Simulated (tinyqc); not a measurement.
MOSFET in the linear regime without short-channel effects, parameter extraction from computed curves: one step of the calculation.

Inversion charge Q = Cox n Vt W0(exp((Vg - VT)/(n Vt))), W0 the Lambert function and n = nf; u = Q/Cox; mobility mu = mu0/(1 + th1 u + th2 u^2); channel resistance Rch = (L - dL)/(W mu Q); Id = Vd/(Rch + Rsd/W). Cox = eps0 eox/tox. Small Vd, no channel-length or drain effects.

Task. The Y function. Y_i = Id_i/sqrt(gm_i). For Id = beta Vd x/(1 + th x), x = Vg - VT, Y = sqrt(beta Vd) x whatever th. Slope s from points 7 and 10; VT_Y = Vg - Y/s at point 10; beta = s^2/Vd; mobility beta L/(W Cox) with the drawn L; th* = (beta Vd x/Id - 1)/x at point 10.

Values chosen for this exercise; channel values of the order met in silicon transistors: relative permittivity of the gate insulator (close to silicon dioxide) eox = 3.9; insulator thickness tox = 1.9 nm; low-field mobility mu0 = 180 cm^2/(V s); second mobility attenuation factor th2 = 0.28 1/V^2; gate width W = 1 um; drawn gate length L = 0.42 um; drawn less effective length dL = 0.004 um; drain voltage Vd = 0.01 V.

Constants: eps0 = 8.8541878128e-14 F/cm where lengths are in cm. Results are converted to the units shown.

| point | Vg (V) | Id (uA) |
|---|---|---|
| 0 | 0.21 | 1.1829406e-4 |
| 1 | 0.36 | 0.0058485151 |
| 2 | 0.51 | 0.16753539 |
| 3 | 0.66 | 0.78677033 |
| 4 | 0.81 | 1.5010215 |
| 5 | 0.96 | 2.1259167 |
| 6 | 1.11 | 2.6363216 |
| 7 | 1.26 | 3.0411541 |
| 8 | 1.41 | 3.3562186 |
| 9 | 1.56 | 3.5972941 |
| 10 | 1.71 | 3.7782578 |
| 11 | 1.86 | 3.9107398 |

| point | gm (uS) |
|---|---|
| 1 | 0.55805699 |
| 2 | 2.6030727 |
| 3 | 4.4449537 |
| 4 | 4.4638212 |
| 5 | 3.7843335 |
| 6 | 3.0507915 |
| 7 | 2.3996569 |
| 8 | 1.8537997 |
| 9 | 1.4067974 |
| 10 | 1.0448192 |

Find: Y; s; VT_Y; beta; mobility from Y; th*.

Result.

| point | Y (uA^0.5 V^0.5) |
|---|---|
| 1 | 0.0078290 |
| 2 | 0.10384 |
| 3 | 0.37318 |
| 4 | 0.71045 |
| 5 | 1.0928 |
| 6 | 1.5094 |
| 7 | 1.9632 |
| 8 | 2.4650 |
| 9 | 3.0329 |
| 10 | 3.6963 |

s = 3.8514 uA^0.5 V^-0.5
VT_Y = 0.75027 V
beta = 1483.3 uA/V^2
mobility from Y = 342.79 cm^2/(V s)
th* = 2.8840 1/V

The mobility from Y is 89 % above mu0 L/(L - dL) = 182 cm^2/(V s), which it should reach in deep inversion when th2 = 0.

tinyqc, about 0.01 s, one thread, Intel Xeon 2.30GHz (shared host): `OMP_NUM_THREADS=1 python tinyqc.py 2210002 2210003 out.jsonl`
